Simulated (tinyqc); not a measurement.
Hueckel theory of the pi electrons, for the molecule c1ccc2cc3ccccc3cc2c1 (SMILES; centres numbered as the heavy atoms are written), step by step. Computed by tinyqc, a small Python program that keeps every step. Settings: charge = 0. Command: `OMP_NUM_THREADS=1 python tinyqc.py 28208 28209 out.jsonl` (the two numbers bound the seeds that draw the settings). One thread of a shared host (Intel(R) Xeon(R) Processor @ 2.60GHz), about 0.01 s of CPU time with the checks.

## The Hueckel matrix

Centres:
```
centre  z_r, pi electrons of the neutral centre         h
1C                                            1  0.000000
2C                                            1  0.000000
3C                                            1  0.000000
4C                                            1  0.000000
5C                                            1  0.000000
6C                                            1  0.000000
7C                                            1  0.000000
8C                                            1  0.000000
9C                                            1  0.000000
10C                                           1  0.000000
11C                                           1  0.000000
12C                                           1  0.000000
13C                                           1  0.000000
14C                                           1  0.000000
```

Bonds:
```
i    j  k
1    2  1
2    3  1
3    4  1
4    5  1
5    6  1
6    7  1
7    8  1
8    9  1
9   10  1
10  11  1
11  12  1
12  13  1
13  14  1
14   1  1
13   4  1
11   6  1
```

H_rr = alpha + h_r beta, H_rs = k_rs beta for bonded centres.

Hueckel matrix in units of beta (H = alpha + beta A), order 1C, 2C, 3C, 4C, 5C, 6C, 7C, 8C, 9C, 10C, 11C, 12C, 13C, 14C:
```
[[0.000000, 1.000000, 0.000000, 0.000000, 0.000000, 0.000000, 0.000000, 0.000000, 0.000000, 0.000000, 0.000000, 0.000000, 0.000000, 1.000000],
 [1.000000, 0.000000, 1.000000, 0.000000, 0.000000, 0.000000, 0.000000, 0.000000, 0.000000, 0.000000, 0.000000, 0.000000, 0.000000, 0.000000],
 [0.000000, 1.000000, 0.000000, 1.000000, 0.000000, 0.000000, 0.000000, 0.000000, 0.000000, 0.000000, 0.000000, 0.000000, 0.000000, 0.000000],
 [0.000000, 0.000000, 1.000000, 0.000000, 1.000000, 0.000000, 0.000000, 0.000000, 0.000000, 0.000000, 0.000000, 0.000000, 1.000000, 0.000000],
 [0.000000, 0.000000, 0.000000, 1.000000, 0.000000, 1.000000, 0.000000, 0.000000, 0.000000, 0.000000, 0.000000, 0.000000, 0.000000, 0.000000],
 [0.000000, 0.000000, 0.000000, 0.000000, 1.000000, 0.000000, 1.000000, 0.000000, 0.000000, 0.000000, 1.000000, 0.000000, 0.000000, 0.000000],
 [0.000000, 0.000000, 0.000000, 0.000000, 0.000000, 1.000000, 0.000000, 1.000000, 0.000000, 0.000000, 0.000000, 0.000000, 0.000000, 0.000000],
 [0.000000, 0.000000, 0.000000, 0.000000, 0.000000, 0.000000, 1.000000, 0.000000, 1.000000, 0.000000, 0.000000, 0.000000, 0.000000, 0.000000],
 [0.000000, 0.000000, 0.000000, 0.000000, 0.000000, 0.000000, 0.000000, 1.000000, 0.000000, 1.000000, 0.000000, 0.000000, 0.000000, 0.000000],
 [0.000000, 0.000000, 0.000000, 0.000000, 0.000000, 0.000000, 0.000000, 0.000000, 1.000000, 0.000000, 1.000000, 0.000000, 0.000000, 0.000000],
 [0.000000, 0.000000, 0.000000, 0.000000, 0.000000, 1.000000, 0.000000, 0.000000, 0.000000, 1.000000, 0.000000, 1.000000, 0.000000, 0.000000],
 [0.000000, 0.000000, 0.000000, 0.000000, 0.000000, 0.000000, 0.000000, 0.000000, 0.000000, 0.000000, 1.000000, 0.000000, 1.000000, 0.000000],
 [0.000000, 0.000000, 0.000000, 1.000000, 0.000000, 0.000000, 0.000000, 0.000000, 0.000000, 0.000000, 0.000000, 1.000000, 0.000000, 1.000000],
 [1.000000, 0.000000, 0.000000, 0.000000, 0.000000, 0.000000, 0.000000, 0.000000, 0.000000, 0.000000, 0.000000, 0.000000, 1.000000, 0.000000]]
```

## Orbitals

pi electrons, sum of z_r less the charge = 14

Diagonalise; E = alpha + x beta with beta < 0, so the largest x are filled first; degenerate levels share their electrons. P = sum n_i c_ri c_si; each orbital has its largest coefficient positive (the first on a tie).

x values: [2.414214, 2.000000, 1.414214, 1.414214, 1.000000, 1.000000, 0.414214, -0.414214, -1.000000, -1.000000, -1.414214, -1.414214, -2.000000, -2.414214]

occupations: [2.000000, 2.000000, 2.000000, 2.000000, 2.000000, 2.000000, 2.000000, 0.000000, 0.000000, 0.000000, 0.000000, 0.000000, 0.000000, 0.000000]

coefficients, order 1C, 2C, 3C, 4C, 5C, 6C, 7C, 8C, 9C, 10C, 11C, 12C, 13C, 14C:
```
[[0.151945, 0.288675, 0.422350, 0.013868, 0.407937, 0.015950, 0.219866, 0.219866, 0.000000, 0.408248, 0.000000, 0.422577, 0.288675, -0.151945],
 [0.151945, 0.288675, 0.365714, -0.211719, 0.190155, 0.361259, -0.219866, 0.219866, 0.353553, -0.204124, -0.223607, -0.358569, -0.288675, 0.151945],
 [0.214883, 0.288675, 0.094848, -0.313284, -0.217782, 0.345308, -0.310938, -0.310938, -0.353553, -0.204124, 0.316228, 0.084515, 0.288675, -0.214883],
 [0.366828, 0.288675, -0.231579, -0.231331, -0.407937, -0.015950, 0.091072, -0.091072, 0.000000, 0.408248, -0.223607, 0.239046, -0.288675, 0.366828],
 [0.303891, 0.000000, -0.327502, -0.327152, 0.000000, 0.000000, 0.439733, 0.439733, 0.000000, 0.000000, 0.316228, -0.338062, 0.000000, -0.303891],
 [0.366828, -0.288675, -0.231579, -0.231331, 0.407937, 0.015950, 0.091072, -0.091072, 0.000000, -0.408248, -0.223607, 0.239046, 0.288675, 0.366828],
 [0.214883, -0.288675, 0.094848, -0.313284, 0.217782, -0.345308, -0.310938, -0.310938, 0.353553, 0.204124, 0.316228, 0.084515, -0.288675, -0.214883],
 [0.151945, -0.288675, 0.365714, -0.211719, -0.190155, -0.361259, -0.219866, 0.219866, -0.353553, 0.204124, -0.223607, -0.358569, 0.288675, 0.151945],
 [0.151945, -0.288675, 0.422350, 0.013868, -0.407937, -0.015950, 0.219866, 0.219866, 0.000000, -0.408248, 0.000000, 0.422577, -0.288675, -0.151945],
 [0.214883, -0.288675, 0.231579, 0.231331, -0.217782, 0.345308, 0.310938, -0.310938, 0.353553, 0.204124, 0.223607, -0.239046, 0.288675, 0.214883],
 [0.366828, -0.288675, -0.094848, 0.313284, 0.190155, 0.361259, -0.091072, -0.091072, -0.353553, 0.204124, -0.316228, -0.084515, -0.288675, -0.366828],
 [0.303891, 0.000000, -0.134135, 0.443050, 0.000000, 0.000000, -0.439733, 0.439733, 0.000000, 0.000000, 0.447214, 0.119523, 0.000000, 0.303891],
 [0.366828, 0.288675, -0.094848, 0.313284, -0.190155, -0.361259, -0.091072, -0.091072, 0.353553, -0.204124, -0.316228, -0.084515, 0.288675, -0.366828],
 [0.214883, 0.288675, 0.231579, 0.231331, 0.217782, -0.345308, 0.310938, -0.310938, -0.353553, -0.204124, 0.223607, -0.239046, -0.288675, 0.214883]]
```

charge and bond-order matrix P, order 1C, 2C, 3C, 4C, 5C, 6C, 7C, 8C, 9C, 10C, 11C, 12C, 13C, 14C:
```
[[1.000000, 0.585871, 0.000000, -0.217174, 0.000000, 0.116159, 0.000000, -0.080795, 0.000000, 0.070728, 0.000000, -0.202031, 0.000000, 0.737394],
 [0.585871, 1.000000, 0.737394, 0.000000, -0.202031, 0.000000, 0.070728, 0.000000, -0.080795, 0.000000, 0.116159, 0.000000, -0.217174, 0.000000],
 [0.000000, 0.737394, 1.000000, 0.535364, 0.000000, -0.131303, 0.000000, 0.070728, 0.000000, -0.035364, 0.000000, 0.101015, 0.000000, -0.368697],
 [-0.217174, 0.000000, 0.535364, 1.000000, 0.606092, 0.000000, -0.131303, 0.000000, 0.116159, 0.000000, -0.181810, 0.000000, 0.484856, 0.000000],
 [0.000000, -0.202031, 0.000000, 0.606092, 1.000000, 0.606092, 0.000000, -0.202031, 0.000000, 0.101015, 0.000000, -0.404061, 0.000000, 0.101015],
 [0.116159, 0.000000, -0.131303, 0.000000, 0.606092, 1.000000, 0.535364, 0.000000, -0.217174, 0.000000, 0.484856, 0.000000, -0.181810, 0.000000],
 [0.000000, 0.070728, 0.000000, -0.131303, 0.000000, 0.535364, 1.000000, 0.737394, 0.000000, -0.368697, 0.000000, 0.101015, 0.000000, -0.035364],
 [-0.080795, 0.000000, 0.070728, 0.000000, -0.202031, 0.000000, 0.737394, 1.000000, 0.585871, 0.000000, -0.217174, 0.000000, 0.116159, 0.000000],
 [0.000000, -0.080795, 0.000000, 0.116159, 0.000000, -0.217174, 0.000000, 0.585871, 1.000000, 0.737394, 0.000000, -0.202031, 0.000000, 0.070728],
 [0.070728, 0.000000, -0.035364, 0.000000, 0.101015, 0.000000, -0.368697, 0.000000, 0.737394, 1.000000, 0.535364, 0.000000, -0.131303, 0.000000],
 [0.000000, 0.116159, 0.000000, -0.181810, 0.000000, 0.484856, 0.000000, -0.217174, 0.000000, 0.535364, 1.000000, 0.606092, 0.000000, -0.131303],
 [-0.202031, 0.000000, 0.101015, 0.000000, -0.404061, 0.000000, 0.101015, 0.000000, -0.202031, 0.000000, 0.606092, 1.000000, 0.606092, 0.000000],
 [0.000000, -0.217174, 0.000000, 0.484856, 0.000000, -0.181810, 0.000000, 0.116159, 0.000000, -0.131303, 0.000000, 0.606092, 1.000000, 0.535364],
 [0.737394, 0.000000, -0.368697, 0.000000, 0.101015, 0.000000, -0.035364, 0.000000, 0.070728, 0.000000, -0.131303, 0.000000, 0.535364, 1.000000]]
```

Within a degenerate level the vectors are fixed only up to a rotation; this is one choice.

## Energy, charges, bond orders

E = sum n x; q_r = z_r - P_rr; bond order p = P_rs; free valence = sqrt(3) - sum of p over the bonds of the atom.

pi energy = 14 alpha + this times beta = 19.313708

pi charges: [0.000000, 0.000000, 0.000000, 0.000000, 0.000000, 0.000000, 0.000000, 0.000000, 0.000000, 0.000000, 0.000000, 0.000000, 0.000000, 0.000000]

Bond orders and lengths from R = 1.517 - 0.180 p (angstrom, C-C alone):
```
bond          p         R
1-2    0.585871  1.411543
2-3    0.737394  1.384269
3-4    0.535364  1.420635
4-5    0.606092  1.407904
5-6    0.606092  1.407904
6-7    0.535364  1.420635
7-8    0.737394  1.384269
8-9    0.585871  1.411543
9-10   0.737394  1.384269
10-11  0.535364  1.420635
11-12  0.606092  1.407904
12-13  0.606092  1.407904
13-14  0.535364  1.420635
14-1   0.737394  1.384269
13-4   0.484856  1.429726
11-6   0.484856  1.429726
```

free valence of the carbons: [0.408785, 0.408785, 0.459293, 0.105739, 0.519868, 0.105739, 0.459293, 0.408785, 0.408785, 0.459293, 0.105739, 0.519868, 0.105739, 0.459293]

gap between the highest filled and the next level = 0.828427 |beta|
